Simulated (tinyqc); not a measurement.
# From upper LO mode back to fraction x of A

Model: two-mode optical phonons of a ternary alloy from two coupled oscillators. Computed by tinyqc, a small Python program. Command: `OMP_NUM_THREADS=1 python tinyqc.py 3014771 3014772 out.jsonl twomode inv`. One thread of a shared host (Intel(R) Xeon(R) Processor @ 2.30GHz), about 0.01 s of CPU time with the checks.

An alloy A(x)B(1-x)C has an A-C and a B-C bond oscillator. Each TO frequency moves linearly from the impurity mode (dilute end) to the TO of the pure crystal; each strength is proportional to the number of bonds.

Inputs (values chosen for the exercise, modelled on In(x)Ga(1-x)As, with A-C the InAs-like and B-C the GaAs-like bond):
```
quantity                  value  unit
omega_TO of pure AC       217.7  1/cm
omega_LO of pure AC         242  1/cm
omega_TO of pure BC       270.2  1/cm
omega_LO of pure BC       292.6  1/cm
eps_inf of AC              12.1     -
eps_inf of BC              10.7     -
impurity mode of A in BC  234.5  1/cm
impurity mode of B in AC  245.5  1/cm
```

Method:
- omega_1 = (impurity mode of A) + x (omega_TO,AC - impurity mode of A); omega_2 = (impurity mode of B) + (1 - x)(omega_TO,BC - impurity mode of B); eps_inf = x eps_AC + (1 - x) eps_BC; strengths W_1 = x eps_AC (omega_LO,AC^2 - omega_TO,AC^2), W_2 = (1 - x) eps_BC (omega_LO,BC^2 - omega_TO,BC^2).
- eps(omega) = eps_inf + W_1/(omega_1^2 - omega^2) + W_2/(omega_2^2 - omega^2) = 0 is the eigenproblem of the matrix [[omega_1^2 + W_1/eps_inf, sqrt(W_1 W_2)/eps_inf], [sqrt(W_1 W_2)/eps_inf, omega_2^2 + W_2/eps_inf]] for omega_LO^2.
- Uncoupled values keep the diagonal alone. eps_s = eps_inf + W_1/omega_1^2 + W_2/omega_2^2.

Problem. A run gave the result below. Find the fraction x of A, known to lie between 0.39 and 0.68.

upper LO mode = 269.6499 1/cm

Solution.

Each step takes the trial c = (a f_b - b f_a)/(f_b - f_a), f being the result less the target and a, b, c the logarithms of the listed values; c replaces end b, the old b replaces a if the sign of f changed, and otherwise f_a is halved.

Scan of the range:
```
fraction x of A  upper LO mode (1/cm)
0.390                         277.317
0.428                         275.773
0.469                         274.090
0.515                         272.177
0.565                         270.064
0.620                         267.691
0.680                         265.027
```

False position (Illinois rule, in the logarithm of the input) inside the bracket:
```
step     end a     end b     trial  upper LO mode (1/cm)
1     0.565000  0.620000  0.574240               269.670
2     0.620000  0.574240  0.574677               269.651
3     0.620000  0.574677  0.574718               269.649
4     0.574677  0.574718  0.574699               269.650
```

Upper LO mode falls at every point of a 13-point scan of the range (every second point is shown), so one value fits; it is bracketed by 0.565 and 0.620. Answer: fraction x of A = 0.5747.
